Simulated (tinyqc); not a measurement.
Inside a calculation: Tamm state at the end of a one-band chain. Values are carried at full precision from step to step, so a last printed digit may differ when a step is redone from the rounded ones.

A half-infinite chain with site energy 0 and hopping -t, band E = -2t cos(ka); the end site has energy D. The surface Green function of the unperturbed half chain is g = (E -/+ sqrt(E^2 - 4t^2))/(2t^2), the root with |t g| <= 1 and Im g <= 0, and with the shift G = g/(1 - D g).

Inputs chosen for the exercise: t = 2.23 eV (hopping); D = -5.55 eV (shift of the end site); a = 2.7 angstrom (spacing); N = 10 (sites); E = 3.71 eV (energy in the band).

## The bound state

Amplitudes z^n solve the chain for E = -t (z + 1/z); the end site demands z = -t/D, bound if |z| < 1. Then E = D + t^2/D, weight on the end site 1 - z^2, decay length -a/ln|z|.

z = 0.4018
E = -6.4460 eV
weight on the end site = 0.8386
decay length of the amplitude = 2.961 angstrom

The state lies 1.9860 eV below the band, and its amplitude keeps its sign from site to site.

## A finite chain

Write H for N sites.

H (eV):
```
         1       2       3       4       5       6       7       8       9      10
1   -5.550  -2.230       0       0       0       0       0       0       0       0
2   -2.230       0  -2.230       0       0       0       0       0       0       0
3        0  -2.230       0  -2.230       0       0       0       0       0       0
4        0       0  -2.230       0  -2.230       0       0       0       0       0
5        0       0       0  -2.230       0  -2.230       0       0       0       0
6        0       0       0       0  -2.230       0  -2.230       0       0       0
7        0       0       0       0       0  -2.230       0  -2.230       0       0
8        0       0       0       0       0       0  -2.230       0  -2.230       0
9        0       0       0       0       0       0       0  -2.230       0  -2.230
10       0       0       0       0       0       0       0       0  -2.230       0
```

## Levels of the finite chain

Diagonalise; give the weight of each level on site 1.

levels (eV): -6.4460  -4.2119  -3.5150  -2.4728  -1.2034  0.1679  1.5137  2.7113  3.6527  4.2536

weights on site 1: 0.8386  0.0092  0.0239  0.0315  0.0315  0.0267  0.0195  0.0120  0.0057  0.0015

The split-off level differs from the half-infinite value by 0.000 meV, the pull of the far end.

## Local density of states in the band

Form g and G at E; the surface density is -Im G/pi, the bulk density 1/(pi sqrt(4t^2 - E^2)).

g = 0.3730-0.2489i 1/eV
G = 0.1314-0.0220i 1/eV

densities (1/eV): clean end 0.0792, shifted end 0.0070, bulk 0.1286

## Checks

- Pole of G, 1 - D g(E) = 0, at the bound level: both 1.00000.

tinyqc: `OMP_NUM_THREADS=1 python tinyqc.py 1451233 1451234 out.jsonl`; about 0.01 s, one thread, shared Intel(R) Xeon(R) Processor @ 2.30GHz.
